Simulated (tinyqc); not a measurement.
Worked calculation: plane-wave Kohn-Sham cycle with exchange-only LDA in a layered model solid. Computed by tinyqc, a small Python program that keeps every step. Settings: points = 16, plane-wave index or count = 3, electrons = 4, k points = 3, area = 20.0, mixing = 0.5, iteration cap = 72, Pulay depth = 5. Command: `OMP_NUM_THREADS=1 python tinyqc.py 27352 27353 out.jsonl` (the two numbers bound the seeds that draw the settings). One thread of a shared host (Intel(R) Xeon(R) Processor @ 2.60GHz), about 0.04 s of CPU time with the checks. Later iterations appear only in the table of the cycle.

## Iteration 1: potential

A solid whose potential varies along x alone (atomic units):
```
parameter,value
period a,8.000000
cross-section of the cell,20.000000
electrons per cell,4
grid points,16
"plane waves -n..n, n",3
k points,3
V1 in V1 cos(2 pi x/a),-0.220000
V2 in V2 cos(4 pi x/a),-0.030000
```

density at the start, on the grid x_j = j a/N (e/bohr^3): 0.02500000  0.02500000  0.02500000  0.02500000  0.02500000  0.02500000  0.02500000  0.02500000  0.02500000  0.02500000  0.02500000  0.02500000  0.02500000  0.02500000  0.02500000  0.02500000

V_H(G) = 4 pi rho(G)/G^2 for G != 0 (uniform background); v_x = -(3 rho/pi)^(1/3); V = V_ext + V_H + v_x; Fourier components f(G_m) = (1/N) sum_j f(x_j) exp(-i G_m x_j).

Potentials on the grid (hartree):
```
x,V_ext,V_H,v_x,V
0.000000,-0.250000,0.000000,-0.287941,-0.537941
0.500000,-0.224467,0.000000,-0.287941,-0.512408
1.000000,-0.155563,0.000000,-0.287941,-0.443505
1.500000,-0.062977,0.000000,-0.287941,-0.350918
2.000000,0.030000,0.000000,-0.287941,-0.257941
2.500000,0.105404,0.000000,-0.287941,-0.182538
3.000000,0.155563,0.000000,-0.287941,-0.132378
3.500000,0.182040,0.000000,-0.287941,-0.105901
4.000000,0.190000,0.000000,-0.287941,-0.097941
4.500000,0.182040,0.000000,-0.287941,-0.105901
5.000000,0.155563,0.000000,-0.287941,-0.132378
5.500000,0.105404,0.000000,-0.287941,-0.182538
6.000000,0.030000,0.000000,-0.287941,-0.257941
6.500000,-0.062977,0.000000,-0.287941,-0.350918
7.000000,-0.155563,0.000000,-0.287941,-0.443505
7.500000,-0.224467,0.000000,-0.287941,-0.512408
```

V(G_m), m = 0, 1, 2, ... (hartree): -0.287941  -0.110000  -0.015000  0.000000  0.000000  0.000000  0.000000

## Iteration 1: Hamiltonian at one k

k = 0.000000 2 pi / a

H(m,m') = (k + G_m)^2/2 delta + V(G_m - G_m'), with V(-G) = V(G).

H (hartree):
```
,-3,-2,-1,+0,+1,+2,+3
-3,2.487885,-0.110000,-0.015000,0.000000,0.000000,0.000000,0.000000
-2,-0.110000,0.945759,-0.110000,-0.015000,0.000000,0.000000,0.000000
-1,-0.015000,-0.110000,0.020484,-0.110000,-0.015000,0.000000,0.000000
+0,0.000000,-0.015000,-0.110000,-0.287941,-0.110000,-0.015000,0.000000
+1,0.000000,0.000000,-0.015000,-0.110000,0.020484,-0.110000,-0.015000
+2,0.000000,0.000000,0.000000,-0.015000,-0.110000,0.945759,-0.110000
+3,0.000000,0.000000,0.000000,0.000000,-0.015000,-0.110000,2.487885
```

## Iteration 1: levels at that k

Diagonalise the Hermitian matrix.

eigenvalues (hartree): -0.358205  0.022062  0.062737  0.950941  0.951353  2.495713  2.495714

## Iteration 1: new density

Motion across x is left out: the lowest 2 band(s) hold two electrons at each of the k points (j + 1/2)/nk - 1/2. Residual R = rho(out) - rho(in); rho(new) = rho(in) + 0.5 R. rho(out) = 2/(a A nk) sum |psi|^2 with psi = sum c exp(i G x). Harris energy E = band energy - dV sum rho (V_H/2 + v_x) + (3/4) dV sum rho v_x with rho(in), dV = a A/N, band energy = (2/nk) sum of the filled levels.

rho(out) (e/bohr^3): 0.03306544  0.03362148  0.03398159  0.03200763  0.02735540  0.02153452  0.01631920  0.01283638  0.01162220  0.01283638  0.01631920  0.02153452  0.02735540  0.03200763  0.03398159  0.03362148

density after iteration 1 (e/bohr^3): 0.02903272  0.02931074  0.02949079  0.02850381  0.02617770  0.02326726  0.02065960  0.01891819  0.01831110  0.01891819  0.02065960  0.02326726  0.02617770  0.02850381  0.02949079  0.02931074

energy per cell = -0.52948875 hartree

## Iteration 2: potential

As before.

Potentials on the grid (hartree):
```
x,V_ext,V_H,v_x,V
0.000000,-0.250000,0.110744,-0.302659,-0.441914
0.500000,-0.224467,0.104326,-0.303622,-0.423762
1.000000,-0.155563,0.084385,-0.304242,-0.375420
1.500000,-0.062977,0.050656,-0.300809,-0.313130
2.000000,0.030000,0.006284,-0.292393,-0.256109
2.500000,0.105404,-0.041635,-0.281129,-0.217360
3.000000,0.155563,-0.084194,-0.270208,-0.198838
3.500000,0.182040,-0.113348,-0.262392,-0.193700
4.000000,0.190000,-0.123695,-0.259555,-0.193250
4.500000,0.182040,-0.113348,-0.262392,-0.193700
5.000000,0.155563,-0.084194,-0.270208,-0.198838
5.500000,0.105404,-0.041635,-0.281129,-0.217360
6.000000,0.030000,0.006284,-0.292393,-0.256109
6.500000,-0.062977,0.050656,-0.300809,-0.313130
7.000000,-0.155563,0.084385,-0.304242,-0.375420
7.500000,-0.224467,0.104326,-0.303622,-0.423762
```

V(G_m), m = 0, 1, 2, ... (hartree): -0.286988  -0.062299  -0.015371  0.000121  0.000071  0.000011  0.000003

## Iteration 2: Hamiltonian at one k

k = 0.000000 2 pi / a

As before.

H (hartree):
```
,-3,-2,-1,+0,+1,+2,+3
-3,2.488839,-0.062299,-0.015371,0.000121,0.000071,0.000011,0.000003
-2,-0.062299,0.946713,-0.062299,-0.015371,0.000121,0.000071,0.000011
-1,-0.015371,-0.062299,0.021437,-0.062299,-0.015371,0.000121,0.000071
+0,0.000121,-0.015371,-0.062299,-0.286988,-0.062299,-0.015371,0.000121
+1,0.000071,0.000121,-0.015371,-0.062299,0.021437,-0.062299,-0.015371
+2,0.000011,0.000071,0.000121,-0.015371,-0.062299,0.946713,-0.062299
+3,0.000003,0.000011,0.000071,0.000121,-0.015371,-0.062299,2.488839
```

## Iteration 2: levels at that k

As before.

eigenvalues (hartree): -0.312577  0.027208  0.032389  0.948480  0.948653  2.491417  2.491420

## Iteration 2: new density

B (overlaps of the stored error matrices):
```
,1,2
1,1.1339629e-03,-3.1524865e-04
2,-3.1524865e-04,3.7603169e-04
```

Motion across x is left out: the lowest 2 band(s) hold two electrons at each of the k points (j + 1/2)/nk - 1/2. Residual R = rho(out) - rho(in); rho(new) = rho(in) + 0.5 R; Pulay mixing then takes sum c_i of the stored mixed densities, with c from B_ij = sum R_i R_j as in DIIS. rho(out) = 2/(a A nk) sum |psi|^2 with psi = sum c exp(i G x). Harris energy E = band energy - dV sum rho (V_H/2 + v_x) + (3/4) dV sum rho v_x with rho(in), dV = a A/N, band energy = (2/nk) sum of the filled levels.

rho(out) (e/bohr^3): 0.03483177  0.03253229  0.02723385  0.02222811  0.01984208  0.02035187  0.02258747  0.02488773  0.02584143  0.02488773  0.02258747  0.02035187  0.01984208  0.02222811  0.02723385  0.03253229

DIIS coefficients: 0.322954  0.677046

density after iteration 2 (e/bohr^3): 0.03099583  0.03040131  0.02872677  0.02637934  0.02403294  0.02228033  0.02131223  0.02093902  0.02086029  0.02093902  0.02131223  0.02228033  0.02403294  0.02637934  0.02872677  0.03040131

energy per cell = -0.48316169 hartree

## Convergence

Stop when sqrt(dV sum R^2) is below 1e-8, dV = a A/N.

Course of the cycle:
```
iteration,E (hartree),norm of the residual
1,-0.52948875,1.06e-01
2,-0.48316169,6.13e-02
3,-0.48170338,3.90e-02
4,-0.48254973,4.82e-02
5,-0.48134763,3.48e-02
6,-0.48229384,4.44e-02
7,-0.48696072,8.11e-02
8,-0.48889631,2.84e-01
9,-0.48399415,6.51e-02
10,-0.48153483,3.69e-02
11,-0.48150001,4.72e-02
...,...,...
62,-0.48559941,7.42e-02
63,-0.48223367,5.31e-02
64,-0.48135417,3.53e-02
65,-0.48145849,4.66e-02
66,-0.48127253,4.49e-02
67,-0.48124879,4.46e-02
68,-0.48123344,4.45e-02
69,-0.48123247,4.45e-02
70,-0.48603677,7.57e-02
71,-0.48607408,7.59e-02
72,-0.48294724,5.20e-02
```

Not converged within 72 iterations: the residual wanders without falling. At the k point shown the highest filled and lowest empty bands lie only 0.0049 hartree apart, so integer filling is fragile. Reruns (cap 100 unless said): mixing 0.1: not converged; mixing 0.5, Kerker q0 1.0: not converged; mixing 0.3, Pulay depth 5: not converged; the original settings with a cap of 400: not converged.
